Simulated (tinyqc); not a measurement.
# Long-channel MOSFET, surface-potential model: effect of the acceptor density of the body

n-channel transistor on a uniformly doped p-type body, gradual-channel approximation, constant mobility, Boltzmann statistics, full ionisation. Potentials are counted from the neutral body; V is the electron quasi-Fermi potential, Vsb at the source and Vsb + Vds at the drain. Charges are magnitudes per area.

ni = sqrt(Nc Nv) exp(-Eg/(2 Vt)), Eg in volts; phiF = Vt ln(Na/ni); Cox = eps0 eox/tox; gamma = sqrt(2 q eps0 eps_r Na)/Cox. The surface potential psi at channel potential V solves Vgs + Vsb - Vfb - psi = gamma sqrt(G), G = psi - Vt + Vt exp((psi - 2 phiF - V)/Vt). Charge sheet: Qi = Cox gamma [sqrt(G) - sqrt(psi - Vt)]; I = mu (W/L) [integral of Qi dpsi from psi_0 to psi_L (drift) + Vt (Qi0 - QiL) (diffusion)], with psi_0 at V = Vsb and psi_L at V = Vsb + Vds. VT = Vfb + 2 phiF + gamma sqrt(2 phiF + Vsb), m = 1 + gamma/(2 sqrt(2 phiF + Vsb)). The swing is 20 mV/log10[I(VT - 0.14 V)/I(VT - 0.16 V)] of the charge-sheet current at the given Vds.

Parameters, values chosen for the exercise; material values close to those of silicon:
- T = 400 K (temperature)
- Eg = 1.13 eV (band gap)
- eps_r = 11.8 (relative permittivity of the semiconductor)
- Nc = 4.37e19 cm^-3 (conduction-band density of states at T)
- Nv = 4.02e19 cm^-3 (valence-band density of states at T)
- eox = 7.73 (relative permittivity of the gate insulator)
- tox = 17 nm (insulator thickness)
- Vfb = -0.46 V (flat-band voltage)
- mu = 220 cm^2/(V s) (channel mobility)
- W = 2 um (gate width)
- L = 2 um (gate length)
- Vsb = 0 V (source-body reverse bias)
- Vgs = 0.63 V (gate-source voltage)
- Vds = 1.2 V (drain-source voltage)

Constants: q = 1.602176634e-19 C, kB = 1.380649e-23 J/K, Vt = kB T/q, eps0 = 8.8541878128e-14 F/cm where lengths are in cm. Results are converted to the units shown.

Effect of the acceptor density of the body:
```
Na (cm^-3)  gamma (V^0.5)  VT (V)      m  swing (mV/decade)  I at Vgs, Vds (uA)
2.6e16             0.2317  0.3435  1.147              96.73               1.256
4.8e16             0.3149  0.4595  1.193              100.6              0.4170
8.9e16             0.4287  0.6059  1.255              105.8             0.04829
1.6e17             0.5749  0.7827  1.333              112.6            0.001876
3e17               0.7872   1.029  1.443              122.3            3.518e-5
```

As Na goes from 2.6e16 to 3e17 cm^-3, VT rises from 0.343 to 1.03 V, the swing rises from 96.7 to 122 mV a decade and the current falls from 1.26 to 3.52e-5 uA. The swing is 6.3 % above m Vt ln 10 in the first row and 6.8 % above it in the last. The gate voltage is below VT in 2 of the 5 rows.

Computed by the program tinyqc: `OMP_NUM_THREADS=1 python tinyqc.py 2360122 2360123 out.jsonl`, one thread of a shared Intel Xeon 2.30GHz, about 0.05 s for the whole run.
